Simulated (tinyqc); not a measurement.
Tunnelling through a gate dielectric, WKB transmission and Tsu-Esaki current: one step of the calculation.

Electrons leave the emitter at x = 0. Energies E (motion across the layers) are in eV from the emitter Fermi level; the collector Fermi level lies at -V and offers states at every E. No charge in the dielectric and no image force: F1 = V/t1, U = phi1 - F1 x. With C = hbar^2/(2 m0), kappa = sqrt(m (U - E)/C) where U > E and 0 elsewhere; T(E) = exp(-S), S = 2 times the integral of kappa over x.

Task. WKB exponent in closed form. Each layer adds (2/F) sqrt(m/C) [G(u at its left edge) - G(u at its right edge)] to S, with u = U - E (0 where negative) and G(u) = (2/3) u^1.5. The slope follows from 1/d = -dS/dE.

Values chosen for this exercise; dielectric values close to those of zirconium oxide:

| symbol | value | unit | meaning |
|---|---|---|---|
| phi1 | 1.45 | eV | barrier of layer 1 above the emitter Fermi level at zero bias |
| m1 | 0.24 | m0 | tunnelling mass of layer 1 |
| t1 | 3.3 | nm | thickness of layer 1 |
| V | 1.1 | V | voltage across the dielectric |
| E | 0.09 | eV | energy of the electron followed |

Constants: q = 1.602176634e-19 C, hbar = 1.054571817e-34 J s, m0 = 9.1093837015e-31 kg, hbar^2/(2 m0) = 0.0380998212 eV nm^2. Results are converted to the units shown.

Give: S; T(E); energy d over which T(E) grows by a factor e.

Result.

S = 14.59
T(E) = 4.602e-7
energy d over which T(E) grows by a factor e = 0.1012 eV

The midpoint rule gives S = 14.597, so its T(E) is 0.51 % below this value. The band edge stays above E through the whole stack: direct tunnelling through a trapezoid.

Numbers from tinyqc (`OMP_NUM_THREADS=1 python tinyqc.py 2540052 2540053 out.jsonl`; about 0.02 s on one thread of a shared Intel Xeon 2.30GHz).
